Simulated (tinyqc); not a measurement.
Inside a calculation. Model: defect equilibria of an oxide against oxygen pressure (mass action). Computed by tinyqc, a small Python program that keeps every step. Command: `OMP_NUM_THREADS=1 python tinyqc.py 3028147 3028148 out.jsonl brouwer walk`. One thread of a shared host (Intel(R) Xeon(R) Processor @ 2.30GHz), about 0.01 s of CPU time with the checks. Intermediate numbers are printed to about 6 digits and carried at full precision; extremes and crossings named in words are read from the listed rows.

Defects: oxygen vacancies V (charge +2), electrons n, holes p, the ionic partner X = V_M'''' (charge -4), and the dopant. Activities are taken equal to concentrations.

Inputs (values chosen for the exercise, for a model oxide):
```
quantity                           value             unit
reduction enthalpy H_r              4.81               eV
prefactor K_r0                   2.2e+71  cm^-9 atm^(1/2)
gap E_g                             2.77               eV
prefactor N_c N_v                1.6e+41            cm^-6
disorder enthalpy H_s               5.99               eV
prefactor K_s0                     1e+67            cm^-9
dopant density N_d               3.2e+19            cm^-3
temperature T                        800                K
oxygen pressure P                  1e-17              atm
electron mobility mu_n             0.042       cm^2/(V s)
hole mobility mu_p                 0.062       cm^2/(V s)
vacancy diffusion prefactor D_0   0.0056           cm^2/s
vacancy migration energy E_m        0.88               eV
```

Ionic disorder: Schottky, oxide MO2. Dopant (singly charged, fully ionised): acceptor.

Constants: k_B = 8.617333262e-05 eV/K; e = 1.602176634e-19 C.

## Equilibrium constants

K_r = K_r0 exp(-H_r/k_B T) = [V] n^2 P^(1/2); K_i = N_c N_v exp(-E_g/k_B T) = n p; K_s = K_s0 exp(-H_s/k_B T) = [X] [V]^2.

K_r = 1.09839e+41 cm^-9 atm^(1/2)

K_i = 5.67398e+23 cm^-6

K_s = 1.83934e+29 cm^-9

## Trial electron densities

Neutrality: 2 [V] + p = n + 4 [X] + N_d. With n as the unknown, [V] = K_r/(n^2 P^(1/2)), p = K_i/n, [X] = K_s/[V]^2; the log ratio is ln(positive/negative).

Densities (cm^-3):
```
n                 [V]            p          [X]  log ratio
1.00e+13  3.47341e+23  5.67398e+10  1.52457e-18    9.98547
1.00e+14  3.47341e+21  5.67398e+09  1.52457e-14    5.38030
1.00e+15  3.47341e+19  5.67398e+08  1.52457e-10    0.77510
1.00e+16  3.47341e+17  5.67398e+07  1.52457e-06   -3.83035
1.00e+17  3.47341e+15  5.67398e+06  1.52457e-02   -8.43833
```

## Solution at the given pressure

The root is found by 60 bisections in ln n between n = 1e-10 and 1e25 cm^-3.

n = 1.47336e+15 cm^-3

[V] = 1.60007e+19 cm^-3

p = 3.85106e+08 cm^-3

[X] = 7.18424e-10 cm^-3

The largest terms give the Brouwer balance 2 [V] = N_d; the smaller of the two terms is 100 % of the total charge of one sign.

## Conductivities

sigma_n = e n mu_n, sigma_p = e p mu_p, sigma_ion = 2 e [V] mu_V with mu_V = 2 e D/(k_B T) and D = D_0 exp(-E_m/k_B T); only the oxygen vacancies carry ionic current, and the ionic transport number is sigma_ion over the total.

sigma_n = 9.91443e-06 S/cm

sigma_p = 3.82544e-12 S/cm

sigma_ion = 2.38166e-06 S/cm

total conductivity = 1.22961e-05 S/cm

ionic transport number = 0.193692

The conductor is mainly n-type electronic here.

## Brouwer diagram

The slope is d log n / d log P from this row and the one above; the last column names the largest term on each side. Pressures that give more than 3e21 cm^-3 are left out.

Log10 of the densities in cm^-3:
```
log10 P (atm)        n      [V]        p       [X]  slope of n      balance
-32            18.8728  19.2951   4.8811  -9.32562           -  2 [V] = N_d
-28            17.9128  19.2151   5.8411  -9.16551   -0.239993  2 [V] = N_d
-24            16.9178  19.2052   6.8361  -9.14582   -0.248770  2 [V] = N_d
-20            15.9183  19.2042   7.8356  -9.14380   -0.249874  2 [V] = N_d
-16            14.9183  19.2041   8.8356  -9.14360   -0.249987  2 [V] = N_d
-12            13.9183  19.2041   9.8356  -9.14358   -0.249999  2 [V] = N_d
-8             12.9183  19.2041  10.8356  -9.14358   -0.250000  2 [V] = N_d
-4             11.9183  19.2041  11.8356  -9.14358   -0.250000  2 [V] = N_d
0              10.9183  19.2041  12.8356  -9.14358   -0.250000  2 [V] = N_d
```

Regimes: 2 [V] = N_d from log P = -32 to 0, where that balance predicts a slope of -1/4 and the table comes as close as -0.250.

## Conductivity against oxygen pressure

The formulas are those given above.

Log10 of the conductivities in S/cm:
```
log10 P (atm)    n-type    p-type     ionic     total  ionic transport number
-28            -2.25920  -14.1618  -5.61218  -2.25901                0.000443
-24            -3.25428  -13.1668  -5.62202  -3.25242                0.004270
-20            -4.25378  -12.1673  -5.62303  -4.23561                0.040981
-16            -5.25373  -11.1673  -5.62313  -5.09925                0.299311
-12            -6.25372  -10.1673  -5.62314  -5.53178                0.810283
-8             -7.25372   -9.1673  -5.62314  -5.61297                0.976852
-4             -8.25372   -8.1673  -5.62314  -5.62089                0.994829
0              -9.25372   -7.1673  -5.62314  -5.61081                0.972008
```

The ionic transport number exceeds 0.9 in the rows log P = -8, -4, 0: the electrolytic window. The total is lowest at log P = -4, between the n-type and the p-type branch, on the plateau of the ionic part.

Checks made by the program: the three mass-action laws (relative difference below 1e-10).
